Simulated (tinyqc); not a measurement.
Inputs raised by 5 %, one at a time: X-ray photoelectron analysis of a thin oxide on a semiconductor: attenuation lengths, thickness, angle series and band offsets. Computed by tinyqc, a small Python program. Command: `OMP_NUM_THREADS=1 python tinyqc.py 3110882 3110883 out.jsonl xps sens`. One thread of a shared host (Intel(R) Xeon(R) Processor @ 2.30GHz), about 0.01 s of CPU time with the checks.

The same element is seen in the oxide and in the substrate, at nearly the same kinetic energy; films are flat and uniform, and the work function is ignored.

Inputs (values chosen for the exercise, modelled on SiO2 on silicon):

| quantity | value | unit |
|---|---|---|
| photon energy | 1486.6 | eV |
| binding energy of the core level | 99.4 | eV |
| oxide density | 2.18 | g/cm^3 |
| oxide formula mass | 60.08 | g/mol |
| valence electrons per oxide formula | 16 | - |
| oxide gap | 8.82 | eV |
| substrate density | 2.33 | g/cm^3 |
| substrate formula mass | 28.09 | g/mol |
| valence electrons per substrate formula | 4 | - |
| substrate gap | 1.12 | eV |
| oxide thickness d | 0.95 | nm |
| emission angle from the normal | 30 | degrees |
| attenuation length over inelastic mean free path | 0.9 | - |
| carbon overlayer | 0.51 | nm |
| counts in the two peaks together | 10000 | - |
| valence band offset used to make the data | 4.41 | eV |
| core level less valence band top, substrate | 98.84 | eV |
| core level less valence band top, thick oxide | 98.34 | eV |
| field in the oxide | 0.17 | MV/cm |

Method:
- TPP-2M: lambda = E/(E_p^2 [b ln(c E) - C/E + D/E^2]) in angstrom, E_p = 28.8 sqrt(N_v rho/M), b = -0.10 + 0.944/sqrt(E_p^2 + E_g^2) + 0.069 rho^0.1, c = 0.191/sqrt(rho), U = N_v rho/M, C = 1.97 - 0.91 U, D = 53.4 - 20.8 U, with E = photon energy less binding energy in eV.
- Attenuation length L = factor x lambda.
- R_0 = (rho_o/M_o) L_o/((rho_s/M_s) L_s); peak ratio R = I_ox/I_sub = R_0 [exp(d/(L_o cos theta)) - 1]; hence d = L_o cos theta ln(1 + R/R_0). A carbon layer weakens both peaks alike, by exp(-d_C/(L_o cos theta)) if its L is taken equal to L_o. This R_0 leaves out intrinsic losses from the substrate peak, so calibrated values can be larger.
- With x = d/(L_o cos theta): d ln d/d ln R = (1 - exp(-x))/x = -d ln d/d ln R_0; counting error of R = 1/sqrt(N f (1 - f)), f the oxide share, which times the sensitivity gives that of d; an angle error adds tan(theta) d theta; d is proportional to L_o at fixed R_0. Assumed errors: 5 % in R_0, 1 degree, 5 % in L_o.
- Valence band offset = (E_core - E_v)(substrate) - (E_core - E_v)(oxide) + (core level separation at the interface, oxide less substrate). The separation is made here from the given offset; a uniform field F that raises the binding energy towards the surface shifts the oxide peak by e F <z>, <z> = d/(1 - exp(-x)) - d/x, x = d/(L_o cos theta), being the mean distance from the interface. Conduction band offset = oxide gap - substrate gap - valence band offset.

Runs:

| input moved | from | to | L in the oxide (nm) | R_0 | apparent valence band offset (eV) | counting error of d (%) |
|---|---|---|---|---|---|---|
| base run | - | - | 3.491 | 0.5491 | 4.418 | 2.292 |
| photon energy (eV) | 1486.6 | 1560.93 | 3.638 | 0.5489 | 4.418 | 2.344 |
| oxide density (g/cm^3) | 2.18 | 2.289 | 3.452 | 0.5702 | 4.419 | 2.251 |
| oxide thickness d (nm) | 0.95 | 0.9975 | 3.491 | 0.5491 | 4.419 | 2.233 |
| emission angle from the normal (degrees) | 30 | 31.5 | 3.491 | 0.5491 | 4.419 | 2.273 |
| attenuation length over inelastic mean free path | 0.9 | 0.945 | 3.665 | 0.5491 | 4.418 | 2.353 |
| field in the oxide (MV/cm) | 0.17 | 0.1785 | 3.491 | 0.5491 | 4.419 | 2.292 |
| counts in the two peaks together | 10000 | 10500 | 3.491 | 0.5491 | 4.418 | 2.237 |

Exponents ln(y'/y) / ln(x'/x):

| input | L in the oxide | R_0 | apparent valence band offset | counting error of d |
|---|---|---|---|---|
| photon energy | 0.848 | -0.007 | 0.000 | 0.456 |
| oxide density | -0.227 | 0.773 | 0.000 | -0.374 |
| oxide thickness d | 0.000 | 0.000 | 0.002 | -0.535 |
| emission angle from the normal | 0.000 | 0.000 | 0.000 | -0.171 |
| attenuation length over inelastic mean free path | 1.000 | 0.000 | 0.000 | 0.535 |
| field in the oxide | 0.000 | 0.000 | 0.002 | 0.000 |
| counts in the two peaks together | 0.000 | 0.000 | 0.000 | -0.500 |

Which inputs matter most for each result?

Among the inputs moved here: L in the oxide answers most in size to attenuation length over inelastic mean free path (exponent +1.000), next to photon energy (+0.848); its exponent is below 0.0005 for oxide thickness d, emission angle from the normal, field in the oxide, counts in the two peaks together. R_0 answers most in size to oxide density (exponent +0.773), next to photon energy (-0.007); its exponent is below 0.0005 for oxide thickness d, emission angle from the normal, attenuation length over inelastic mean free path, field in the oxide, counts in the two peaks together. Apparent valence band offset hardly depends on these (all exponents below 0.005). Counting error of d answers most in size to oxide thickness d (exponent -0.535), and about equally to attenuation length over inelastic mean free path (+0.535); its exponent is below 0.0005 for field in the oxide. Its exponent -0.500 in counts in the two peaks together: counting statistics.

Extremes, crossings and ranges named in words are read from the listed rows.
